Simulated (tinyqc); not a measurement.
What each parameter does: temperature and isotope dependence of a band gap in oscillator models.

E(T) = E0 - sum_i sl_i th_i n_i(T), n = 1/(exp(th/T) - 1). The same coupling lowers the gap at 0 K by the zero-point term ZP = sum_i sl_i th_i/2, so the gap of the static lattice is E0 + ZP. Thermal expansion is taken as part of the slopes.

Inputs chosen for the exercise (near those of diamond; shifted at random, so the results belong to these values and not to a real crystal):
- E0 = 5.432 eV (gap at 0 K)
- th = (509, 1790) K (temperatures of two oscillators)
- sl = (0.1355, 0.4535) meV/K (their high-temperature slopes)
- T = 50 K (temperature)

Gap at T, slope -sum sl_i (th_i/T)^2 n_i (1 + n_i) and ZP.

One parameter was then changed.

Results before and after:

| case | E(T) (eV) | dE/dT (meV/K) | ZP (meV) |
|---|---|---|---|
| base | 5.4320 | -0.0005 | 440.37 |
| changed | 5.4320 | -0.0007 | 450.73 |

Which of these changes was made? (a) E0 = 5.442 eV; (b) th = (509, 2148) K; (c) sl = (0.1762, 0.4535) meV/K; (d) T = 90 K.

Answer: (c) sl = (0.1762, 0.4535) meV/K. Of the candidates, run in turn, only this one gives the changed row.

All candidates:

| case | E(T) (eV) | dE/dT (meV/K) | ZP (meV) |
|---|---|---|---|
| base | 5.4320 | -0.0005 | 440.37 |
| T = 90 K | 5.4318 | -0.0153 | 440.37 |
| E0 = 5.442 eV | 5.4420 | -0.0005 | 440.37 |
| th = (509, 2148) K | 5.4320 | -0.0005 | 521.54 |
| sl = (0.1762, 0.4535) meV/K | 5.4320 | -0.0007 | 450.73 |

tinyqc: `OMP_NUM_THREADS=1 python tinyqc.py 1850244 1850245 out.jsonl`; about 0.01 s, one thread, shared Intel(R) Xeon(R) Processor @ 2.30GHz.
